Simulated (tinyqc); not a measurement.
What each parameter does: round or elliptic silicon nanowire with anisotropic valleys (Ritz method).

Wire along x = [110] on a (001) wafer, y = [-110], z = [001]. Valley groups (w = inverse masses): A, two valleys along z: w_y = 1/mt, w_z = 1/ml, m_x = mt; B, four valleys in the wafer plane: w_y = (1/ml + 1/mt)/2, w_z = 1/mt, m_x = (ml + mt)/2.

Hard wall on the ellipse (y/a)^2 + (z/b)^2 = 1, c = hbar^2/2m0. With u = y/a, v = z/b the operator is -c [(w_y/a^2) d2/du2 + (w_z/b^2) d2/dv2] on the unit disc. Basis (1 - u^2 - v^2) u^i v^j; S, X and Y are the disc integrals of f f', (df/du)(df'/du) and (df/dv)(df'/dv), from the integral of u^p v^q = 2 Gamma((p+1)/2) Gamma((q+1)/2)/((p + q + 2) Gamma((p+q+2)/2)) for even p, q; H = c (w_y X/a^2 + w_z Y/b^2).

Converged values use 21 functions of each parity class (e or o in u, then in v).

Constants: hbar^2/2m0 = 3.80998211 eV angstrom^2.

Values chosen for the exercise (near those of a Si nanowire; shifted at random, so the results belong to these values and not to a real crystal): ml = 0.912 m0 (longitudinal mass); mt = 0.192 m0 (transverse mass); a = 17 angstrom (semi-axis along y); b = 32 angstrom (semi-axis along z).

Lowest level of groups A and B.

Results for these values:
```
case  A (eV)  B (eV)  B - A (meV)
base  0.1996  0.1755        -24.1
```

What happens to each result for b = 30 angstrom, all else kept?

Answer: A rises from 0.1996 to 0.2020; B rises from 0.1755 to 0.1834; B - A rises from -24.1 to -18.6.

The same for each parameter in turn:
```
case             A (eV)  B (eV)  B - A (meV)
base             0.1996  0.1755        -24.1
a = 15 angstrom  0.2512  0.2089        -42.3
b = 30 angstrom  0.2020  0.1834        -18.6
ml = 1.021 m0    0.1977  0.1733        -24.4
mt = 0.211 m0    0.1832  0.1615        -21.6
```

Computed by tinyqc, a small Python program: `OMP_NUM_THREADS=1 python tinyqc.py 1282351 1282352 out.jsonl` (the numbers bound the seed that draws the inputs); one thread of a shared host (Intel(R) Xeon(R) Processor @ 2.30GHz), about 0.06 s for the whole set of steps.
